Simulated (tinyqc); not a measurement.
Comparisons within one model: inter-valley coupling by envelope functions against a chain of atomic planes. A value that a table varies takes the place of the one given here.

Chain: E(phi) = e0 + 2 v cos(phi) + 2 u cos(2 phi), cos(phi0) = -v/(4u), e0 = 2u + v^2/(4u); plane j = 0, 1, ... has the potential V_j = dE x_j + F (j - 30) a/4 (1 MV/m = 1e-4 V/angstrom). There are 30 barrier planes a side; with y = j - 29.5, x_j = xb (f(y) + f(Nw - y)), f(y) = 1/(1 + exp(y/L)), plus any Ge added in the well. The valley splitting is the spacing of the two lowest levels. Envelope theory: F_j solves a one-valley chain with hopping -b and diagonal 2b + V_j, b = 4u sin^2(phi0), sum F_j^2 = 1; the valleys couple by Dv = sum_j F_j^2 V_j exp(-2 i phi0 j) and split by 2|Dv|.

Values chosen for the exercise (near those of the Delta valleys of silicon in a SiGe well; not measured data): a = 5.431 angstrom (lattice constant; planes lie a/4 apart); u = 0.635 eV (second-neighbour hopping); v = 0.665 eV (nearest hopping); Nw = 46 (planes in the well); L = 1 planes (interface width); xb = 0.24 (Ge fraction of the barriers); dE = 0.63 eV (offset per unit Ge fraction); F = 5 MV/m (field); xs = 0.06 (Ge fraction added on that plane); xw = 0.008 (mean Ge fraction of the wiggle); x0 = 1851 (start of the number sequence); na = 8000 (atoms a plane under the dot); js = 63 (plane j of a Ge spike (the well starts at j = 30)).

## Position of the spike

The spike is moved through the well; position counted from the first well plane, j - 30.

Against position:
```
j - 30  F_j^2, smooth  mean of the doublet (meV)  splitting, chain (micro-eV)  envelope  first order
2             0.01039                      22.34                          692       683          785
6             0.02369                      22.77                         1542      1526         1791
9             0.03290                      23.08                         2177      2159         2487
14            0.04128                      23.42                         2845      2831         3121
18            0.04047                      23.41                         2821      2811         3059
23            0.03256                      23.10                         2218      2212         2462
30            0.01756                      22.56                         1131      1126         1327
37            0.00627                      22.19                          397       394          474
44            0.00094                      22.03                           61        60           71
```

What can be read from the table?

The splitting is largest at plane 14 among these rows (2845 micro-eV), and the smooth envelope peaks at plane 15, counting all planes; without a spike it is 3.0. Where the splitting exceeds 20 micro-eV the envelope theory lies within 1.3 % of the chain and first order within 19 %.

## A periodic Ge profile (wiggle well)

periods (planes): pi/phi0 1.71139, pi/(pi - phi0) 2.40570

Added fraction xw (1 - cos(2 pi (j - 30)/p)) on the well planes; p = f times the resonant period pi/(pi - phi0). At resonance the estimate is dE xw.

Against period:
```
f     p (planes)  mean of the doublet (meV)  splitting, chain (micro-eV)  envelope
0.90      2.1651                      26.93                          270       288
0.95      2.2854                      26.84                         2201      2276
0.98      2.3576                      26.92                         4390      4433
0.99      2.3816                      26.95                         4812      4822
1.00      2.4057                      26.97                         4965      4943
1.01      2.4298                      26.96                         4845      4804
1.02      2.4538                      26.93                         4489      4437
1.05      2.5260                      26.84                         2653      2590
1.10      2.6463                      26.90                          540       506
1.50      3.6085                      26.96                           19        19
3.00      7.2171                      26.97                            8         8
```

What does this show, and why?

The splitting peaks at f = 1 with 4.96 meV, against the estimate dE xw = 5.04 meV, and is 0.88 and 0.90 of the value at f = 1 two per cent off to either side: the width of the resonance is set by the number of periods under the envelope. At f = 3 it is 8 micro-eV. The chain has one orbital a plane and knows only this resonance; longer periods that work through other bands are outside it.

## Random alloy fluctuations

A uniform fraction x is added on all planes. Each plane j then fluctuates by q sqrt(x_j (1 - x_j)/na) in Ge fraction, q = sqrt12 (z/2147483647 - 1/2) with z(new) = 16807 z mod 2147483647 from x0, restarted for each row; 24 samples. Theory: Dv is a complex Gaussian with sigma^2 = dE^2 sum F_j^4 x_j (1 - x_j)/na, and the mean splitting is sqrt(pi) sigma if the smooth part is negligible.

Splitting (micro-eV):
```
x     sigma  sqrt(pi) sigma  mean of 24  least  largest
0.00   25.1            44.4        45.2   10.7     78.3
0.01  124.6           220.8       206.4   19.0    484.7
0.02  173.6           307.6       289.4   50.4    669.7
0.05  268.5           475.9       450.4  110.6   1030.4
0.10  368.8           653.7       620.4  172.1   1413.9
```

How do the results move?

Without added Ge the disorder sits in the barriers, where the state is small: mean 45.2 micro-eV, against 3.0 for the smooth well. With 5 % Ge in the well the mean is 450, theory 476, with a statistical error of about 11 % for 24 samples; the miss is -5 %, and since every row reuses one sequence the rows with added Ge miss alike. The spread grows with the mean: at 5 % the samples run from 111 to 1030, so small splittings remain possible. sigma falls as 1/sqrt(na) for larger dots. A chain with one orbital a plane has no Bloch-function factor, which scales all these couplings down in fuller models.

## What each parameter does

Chain with the spike on plane js. Each row changes one parameter from the base and keeps the others.

Results:
```
case            level (meV)  splitting (micro-eV)
base                 22.377                 766.9
Nw = 52              22.042                 867.3
L = 1.5 planes       23.005                 795.9
xb = 0.29            22.780                 795.6
dE = 0.693 eV        22.616                 846.5
F = 7 MV/m           26.853                 548.8
js = 66              22.233                 479.3
xs = 0.078           22.469                 951.6
```

How do the results move?

The largest shifts from the base row, up to three for each result and ties (the steps differ in size, so this ranks the rows, not the parameters). level (meV): F +4.476, L +0.628, xb +0.404. splitting (micro-eV): js -287.6, F -218.1, xs +184.7.

Program tinyqc; command `OMP_NUM_THREADS=1 python tinyqc.py 1450167 1450168 out.jsonl`; about 0.1 s on one thread of a shared Intel(R) Xeon(R) Processor @ 2.30GHz.
